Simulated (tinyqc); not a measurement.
From parabola to cone: four-band model of biased bilayer graphene near K.

Basis A1, B1, A2, B2, with B1 below A2; p = kx + i ky, v_j = (sqrt3/2) a g_j. Diagonal -U/2, -U/2, U/2, U/2; <A1|B1> = <A2|B2> = v0 p*, <B1|A2> = g1, <A1|B2> = v3 p, <A1|A2> = <B1|B2> = -v4 p*.

Inputs chosen for the exercise (near those used for Bernal bilayer graphene; shifted at random, so the results belong to these values and not to a real crystal): a = 2.46 angstrom (lattice constant); g0 = 2.97 eV (hopping in a layer); g1 = 0.336 eV (hopping of the dimer sites); g3 = 0 eV (skew hopping A1-B2); g4 = 0 eV (skew hopping A1-A2).

U = 0, along kx. Parabola: v0^2 k^2/g1. Hyperbola: sqrt(g1^2/4 + v0^2 k^2) - g1/2. Then bands 3 and 2 of the full matrix for +kx and band 3 for -kx.

Energies (eV):

| k (1/angstrom) | parabola | hyperbola | band 3, +kx | band 2, +kx | band 3, -kx |
|---|---|---|---|---|---|
| 0.002 | 0.0005 | 0.0005 | 0.0005 | -0.0005 | 0.0005 |
| 0.005 | 0.0030 | 0.0030 | 0.0030 | -0.0030 | 0.0030 |
| 0.010 | 0.0119 | 0.0115 | 0.0115 | -0.0115 | 0.0115 |
| 0.020 | 0.0477 | 0.0423 | 0.0423 | -0.0423 | 0.0423 |
| 0.030 | 0.1072 | 0.0855 | 0.0855 | -0.0855 | 0.0855 |
| 0.050 | 0.2979 | 0.1902 | 0.1902 | -0.1902 | 0.1902 |
| 0.080 | 0.7626 | 0.3653 | 0.3653 | -0.3653 | 0.3653 |
| 0.120 | 1.7158 | 0.6096 | 0.6096 | -0.6096 | 0.6096 |

What does the comparison show?

The parabola is 3 % above the hyperbola at 0.01 and a factor 2.81 at 0.12 1/angstrom, where the slope nears v0. With g3 = g4 = 0 the hyperbola is exact, the bands are isotropic and mirror images.

Run: tinyqc, `OMP_NUM_THREADS=1 python tinyqc.py 1481895 1481896 out.jsonl`; Intel(R) Xeon(R) Processor @ 2.30GHz, one thread, shared host; about 0.06 s of CPU time with all checks.
